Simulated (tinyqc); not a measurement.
Fermi-level pinning at a metal contact (Cowley-Sze model): one step of the calculation.

Interface states of density Ds lie behind a thin layer of thickness dl. Neglecting the depletion charge, the barrier for electrons is phi = S (pM - chi) + (1 - S) E0 with S = 1/(1 + q Ds dl/(eps0 ei)); the barrier for holes is Eg - phi.

Question. Barrier. Also the charge in the states, Ds (phi - E0), and the drop across the layer, pM - chi - phi.

Parameters, values chosen for the exercise; material values those of a made-up semiconductor:
```
symbol   value         unit                                                    meaning
Eg        1.24           eV                                                   band gap
chi       4.34           eV                                          electron affinity
Ds      9.7e12  cm^-2 eV^-1                                density of interface states
E0        1.05           eV  depth of their neutrality level below the conduction edge
dl        0.44           nm                           thickness of the interface layer
ei         2.1                                               its relative permittivity
pM        4.39           eV                                        metal work function
```

Constants: q = 1.602176634e-19 C, eps0 = 8.8541878128e-14 F/cm where lengths are in cm. Results are converted to the units shown.

Wanted: S; phi; barrier for holes; charge in the states; drop across the layer.

Answer.

S = 0.7311
phi = 0.3189 eV
barrier for holes = 0.9211 eV
charge in the states = -7.092e12 cm^-2
drop across the layer = -0.2689 V

Program tinyqc, `OMP_NUM_THREADS=1 python tinyqc.py 2430125 2430126 out.jsonl`; Intel Xeon 2.30GHz, shared host, one thread, about 0.01 s.
